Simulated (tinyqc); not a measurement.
Cyclotron masses against the field direction: averaged masses of warped heavy- and light-hole bands.

Four-band hole energies E = c k^2 f(u), c = hbar^2/2m0, f = g1 -/+ 2 sqrt(g2^2 + 3 (g3^2 - g2^2) s), s = ux^2 uy^2 + uy^2 uz^2 + uz^2 ux^2 for the unit vector u; minus for heavy, plus for light holes; the mass along u is 1/f.

Inputs chosen for the exercise (out of a larger set: near those of GaSb; not measured data): g1 = 13.38 (Luttinger gamma1); g2 = 4.69 (gamma2); g3 = 5.99 (gamma3).

For the central orbit m_cyc is the mean of 1/f(u) over the directions u normal to B (360 points on the circle). B lies in the (1-10) plane at the angle from [001]; 54.7 degrees is [111], 90 is [110].

Masses (m0):

| angle (degrees) | heavy | light |
|---|---|---|
| 0.0 | 0.3570 | 0.0421 |
| 15.0 | 0.3812 | 0.0417 |
| 30.0 | 0.4451 | 0.0410 |
| 45.0 | 0.4954 | 0.0405 |
| 54.7 | 0.5015 | 0.0404 |
| 90.0 | 0.4998 | 0.0409 |

Give the missing row, angle (degrees) = 70.0.

Computed row:
```
angle (degrees)   heavy   light
70.0             0.4992  0.0406
```

The heavy mass is smallest at 0 and largest at 54.7 degrees of the angles listed, a spread of 40 %; the light mass varies by 4.2 %. The orbit normal to [001] has s between 0 and 1/4, the orbit normal to [111] has s = 1/4 all round, which gives 1/(g1 - sqrt(g2^2 + 3 g3^2)) = 0.5015. This is the classical limit; low Landau levels of holes depart from it.

tinyqc: `OMP_NUM_THREADS=1 python tinyqc.py 1081359 1081360 out.jsonl`; about 0.01 s, one thread, shared Intel(R) Xeon(R) Processor @ 2.30GHz.
